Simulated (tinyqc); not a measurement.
## Band bending at a free surface with a continuum of surface states, surface photovoltage and Kelvin probe: photovoltage against injection

n-type bulk, xi = Ec - EF = Vt ln(Nc/Nd), p0 = ni^2/Nd, ni = sqrt(Nc Nv) exp(-Eg/(2 Vt)), Eg in volts. b is the upward band bending, u = b/Vt. Space charge per area, in units of q: Qc = sign(b) sqrt((2 eps0 eps_r Vt/q) [(Nd + dn)(exp(-u) - 1) + Nd u + (p0 + dn)(exp(u) - 1)]), with dn the excess density under light (flat quasi-Fermi levels; 0 in the dark). The states hold -Ds (E0 - xi - b): negative while the Fermi level lies above the neutrality level. Neutrality: Qc + Qf + (charge of the states) = 0.

Under chopped light the surface charge keeps its dark value, so b falls to bL with Qc(bL, dn) = Qc(b, 0); the photovoltage is b - bL.

Values chosen for this exercise; band and dielectric values close to those of gallium nitride:
- T = 300 K (temperature)
- Eg = 3.39 eV (band gap)
- eps_r = 9.51 (relative permittivity)
- Nc = 2.33e18 cm^-3 (conduction-band density of states at T)
- Nv = 4.61e19 cm^-3 (valence-band density of states at T)
- Nd = 4.6e16 cm^-3 (donor density)
- Qf = 0 cm^-2 (fixed positive charge at the surface)
- Ds = 4.4e12 cm^-2 eV^-1 (density of surface states)
- E0 = 0.48 eV (depth of their neutrality level below the conduction edge)

Constants: q = 1.602176634e-19 C, kB = 1.380649e-23 J/K, Vt = kB T/q, eps0 = 8.8541878128e-14 F/cm where lengths are in cm. Results are converted to the units shown.

Photovoltage against injection:
```
dn (cm^-3)    bL (V)  photovoltage (mV)  share of b removed (%)
6.4e7        0.29634          0.0034210               0.0011544
1.1e9        0.29628           0.058673                0.019799
1.8e10       0.29541            0.92834                 0.31327
3.1e11       0.28546             10.880                  3.6713
5.2e12       0.25002             46.323                  15.632
8.8e13       0.19671             99.632                  33.621
1.5e15       0.13593             160.41                  54.130
2.5e16      0.074213             222.13                  74.957
4.3e17      0.025785             270.55                  91.299
```

The photovoltage rises from 0.00342 to 271 mV, towards the full b = 296 mV. Its steepest rise is 50.5 mV a decade (Vt ln 10 = 59.5 mV), and it reaches 91.3 % of b in the last row: even strong light does not flatten the bands fully, so a saturation reading understates b. For dn = 4.3e17 the injection is high, and a Dember voltage, left out here, adds to the signal.

tinyqc, about 0.01 s, one thread, Intel Xeon 2.30GHz (shared host): `OMP_NUM_THREADS=1 python tinyqc.py 2430145 2430146 out.jsonl`
